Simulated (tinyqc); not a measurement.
# Worked calculation: resistance of a source-drain extension with a graded tip

Program tinyqc, `OMP_NUM_THREADS=1 python tinyqc.py 2282208 2282209 out.jsonl`; Intel Xeon 2.30GHz, shared host, one thread, about 0.03 s. Printed values are rounded.

y runs along the channel, the gate covers y > 0. The doping is N0 for y < y0 and N0 10^(-(y - y0)/la) beyond, uniform over the depth xj. Sheet conductance s(y) = q mu(N) max(N - Nch, 0) xj + (for y > 0) ma Cox Vo, with mu(N) = u0 + (u1 - u0)/(1 + (N/Nr)^au) and Cox = eps0 eox/tox. Current is taken as one-dimensional; depletion of the tip, spreading and the contact are left out. The metallurgical junction lies at yj, where N = Nch.

Values chosen for this exercise; mobility law close to that of electrons in silicon: relative permittivity of the gate insulator (close to hafnium oxide) eox = 21.7; insulator thickness tox = 7.8 nm; active doping of the extension far from the gate N0 = 1.7e20 cm^-3; lateral abruptness la = 1.8 nm/decade; position under the gate where the fall begins (gate edge at 0) y0 = 3.5 nm; depth of the extension xj = 7 nm; channel doping Nch = 3.6e17 cm^-3; gate overdrive Vo = 0.6 V; mobility of the gate-induced layer ma = 230 cm^2/(V s); mobility at low doping u1 = 1414 cm^2/(V s); mobility at high doping u0 = 68.5 cm^2/(V s); reference doping Nr = 9.2e16 cm^-3; exponent au = 0.711; gate length Lg = 40 nm.

Constants: q = 1.602176634e-19 C, eps0 = 8.8541878128e-14 F/cm where lengths are in cm. Results are converted to the units shown.

## Sheet resistances and junction position

yj = y0 + la log10(N0/Nch); sheet resistance of the full extension 1/[q mu(N0)(N0 - Nch) xj] and of the gate-induced layer 1/(ma Cox Vo); metallurgical length Lg - 2 yj; ye is where the doped and the gate-induced conductances are equal.

yj = 8.31346 nm
sheet resistance of the extension = 702.018 ohm/square
sheet resistance of the induced layer = 2941.76 ohm/square
metallurgical length = 23.3731 nm
ye = 4.73975 nm
N at ye = 3.48098e19 cm^-3

The gate takes over 3.57 nm before the junction, where N is still 96.7 times the channel doping.

## Resistance of the overlapped part

Midpoint rule on 8 equal steps from 0 to yj: R_ov = sum h/s(y), per width.

```
point	y (nm)	N (cm^-3)	doped conductance (uS)	sheet resistance (ohm/square)
0	0.519591	1.7e20	1424.47	566.765
1	1.55877	1.7e20	1424.47	566.765
2	2.59796	1.7e20	1424.47	566.765
3	3.63714	1.42646e20	1208.21	645.936
4	4.67632	3.77517e19	364.445	1419.69
5	5.71551	9.99107e18	124.070	2155.16
6	6.75469	2.64416e18	46.5393	2587.51
7	7.79387	6.99785e17	12.4110	2838.14
```

R_ov = 11.791 ohm um

The exact integral is 11.819 ohm um; the coarse sum is 0.23 % below it.
